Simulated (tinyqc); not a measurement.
# From ballistic current I back to width b

Model: ballistic transport through the one-dimensional subbands of a rectangular nanowire or nanosheet channel. Computed by tinyqc, a small Python program. Command: `OMP_NUM_THREADS=1 python tinyqc.py 3014793 3014794 out.jsonl wire inv`. One thread of a shared host (Intel(R) Xeon(R) Processor @ 2.30GHz), about 0.1 s of CPU time with the checks.

Hard walls, parabolic subbands, transport along x. Energies are counted from the bulk conduction band edge at the top of the barrier, which the gate pulls down by U; the source Fermi level lies at the bulk edge when U = 0.

Inputs (values chosen for the exercise, modelled on silicon):
```
quantity                          value  unit
light mass m_t                     0.19   m_0
heavy mass m_l                    0.909   m_0
height a                            3.2    nm
equivalent oxide thickness t       0.83    nm
gate voltage above flat band V_G   0.62     V
drain voltage V_D                  0.05     V
temperature T                       300     K
```

Valleys: silicon [100] wire.

Constants: hbar^2/(2 m_0) = 3.80998212 eV angstrom^2; k_B = 8.617333262e-05 eV/K; m_0 = 9.1093837015e-31 kg; k_B = 1.380649e-23 J/K; hbar = 1.054571817e-34 J s; eps_0 = 8.8541878128e-12 F/m; e = 1.602176634e-19 C; h = 6.62607015e-34 J s.

Method:
- E_pq = (hbar^2 pi^2/2)(p^2/(m_y b^2) + q^2/(m_z a^2)); valley pairs: (m_x, m_y, m_z) = (m_t, m_t, m_l), (m_t, m_l, m_t), (m_l, m_t, m_t), each with degeneracy g = 2; the 10 lowest subbands are kept.
- F_j(eta) = (1/Gamma(j + 1)) int_0^infinity x^j/(1 + exp(x - eta)) dx, F_0 = ln(1 + exp(eta)). Integrals over x = E/(k_B T) use 160 Gauss-Legendre points in u = sqrt(x) from 0 to sqrt(max(eta, 0) + 32).
- With degeneracy g = 2, eta_i = (U - E_i)/(k_B T) and u = e V_D/(k_B T): line density n = sum_i g sqrt(2 m_x k_B T/pi)/(2 hbar) [F_-1/2(eta_i) + F_-1/2(eta_i - u)]; gate: e n = C_ox (V_G - U/e), C_ox = 3.9 eps_0 2 (a + b)/t (flat-plate estimate); I = (2 e k_B T/h) sum_i g [F_0(eta_i) - F_0(eta_i - u)].

Problem. A run gave the result below. Find the width b, known to lie between 2.9 and 4.6 nm.

ballistic current I = 14.59699 microampere

Solution.

Each step takes the trial c = (a f_b - b f_a)/(f_b - f_a), f being the result less the target and a, b, c the logarithms of the listed values; c replaces end b, the old b replaces a if the sign of f changed, and otherwise f_a is halved.

Scan of the range:
```
width b (nm)  ballistic current I (microampere)
2.90                                    12.0244
3.13                                    13.0591
3.38                                    13.8101
3.65                                    14.4325
3.94                                    15.0305
4.26                                    15.6725
4.60                                    16.3565
```

False position (Illinois rule, in the logarithm of the input) inside the bracket:
```
step    end a    end b    trial  ballistic current I (microampere)
1     3.65000  3.94000  3.72758                            14.5961
2     3.94000  3.72758  3.72800                            14.5970
3     3.94000  3.72800  3.72800                            14.5970
4     3.72800  3.72800  3.72800                            14.5970
```

Ballistic current I rises at every point of a 13-point scan of the range (every second point is shown), so one value fits; it is bracketed by 3.65 and 3.94. Answer: width b = 3.728 nm.
